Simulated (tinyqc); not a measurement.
Frequency dispersion of an accumulation capacitance by border traps, distributed model: effect of the semiconductor capacitance in accumulation.

Traps spread evenly through the insulator exchange electrons with the semiconductor by tunnelling, with tau(x) = t0 exp(2 ka x) at depth x from the interface. The admittance per area Y seen at depth x obeys dY/dx = -Y^2/(i w eps0 eox) + q Nb ln(1 + i w tau)/tau, with Y(0) = i w Cs and w = 2 pi f; the gate sees Y(tox) = G + i w C. Working variable y = Y/(i w), in uF/cm^2. Cox = eps0 eox/tox.

Cox; trap-free value 1/(1/Cox + 1/Cs); response depth d = ln(1/(w t0))/(2 ka), where w tau = 1; lumped estimate: all traps within d act as C_bt = q Nb d placed at d/2, so C = 1/{1/[1/(1/Cs + d/(2 eps0 eox)) + C_bt] + (tox - d/2)/(eps0 eox)}. C and G from a fine integration; dispersion -d C/d log10 f over C, from f times and over 1.1. For a broad spread of time constants G/w is close to -(pi/2) dC/d ln w.

Inputs (values chosen for the exercise); permittivity close to that of aluminium oxide: relative permittivity of the insulator eox = 8.13; insulator thickness tox = 3.6 nm; density of border traps Nb = 2.4e19 cm^-3 eV^-1; decay constant of the wave function in the insulator ka = 6.5 1/nm; time constant of a trap at the interface t0 = 9e-9 s; frequency f = 1000 Hz.

Constants: q = 1.602176634e-19 C, eps0 = 8.8541878128e-14 F/cm where lengths are in cm. Results are converted to the units shown.

The same in every row: d (nm) = 0.7523.

Results:
columns A: Cs (uF/cm^2); B: C (uF/cm^2); C: G/w (uF/cm^2); D: dispersion (% a decade); E: -(pi/2) dC/d ln w (uF/cm^2); F: lumped C (uF/cm^2); G: trap-free C (uF/cm^2)
```
A          B         C       D         E       F       G
0.2   0.4225   0.03262   11.31   0.03258  0.4000  0.1818
0.39  0.5365   0.02929   7.996   0.02926  0.5162  0.3263
0.75  0.7129   0.02450   5.034   0.02448  0.6959  0.5454
1.4   0.9432   0.01889   2.934   0.01887  0.9300  0.8235
2.8    1.238   0.01278   1.512   0.01277   1.229   1.167
10     1.689  0.005745  0.4969  0.005725   1.684   1.666
20     1.831  0.004112  0.3272  0.004087   1.828   1.818
```

Estimate the missing row, Cs = 5.4 uF/cm^2.

Computed row:
columns A: Cs (uF/cm^2); B: C (uF/cm^2); C: G/w (uF/cm^2); D: dispersion (% a decade); E: -(pi/2) dC/d ln w (uF/cm^2); F: lumped C (uF/cm^2); G: trap-free C (uF/cm^2)
```
A        B         C       D         E      F      G
5.4  1.499  0.008367  0.8169  0.008352  1.492  1.459
```

With this row back in the table: As Cs goes from 0.2 to 20, C rises from 0.422 to 1.83 uF/cm^2, the dispersion falls from 11.3 to 0.327 % a decade and G/w falls from 0.0326 to 0.00411 uF/cm^2. The lumped estimate is 5.3 % below C in the first row and 0.20 % below it in the last. The same traps disperse C more when Cs is small, since they then add to the weaker series term.

Computed by the program tinyqc: `OMP_NUM_THREADS=1 python tinyqc.py 2202115 2202116 out.jsonl`, one thread of a shared Intel Xeon 2.30GHz, about 0.3 s for the whole run.
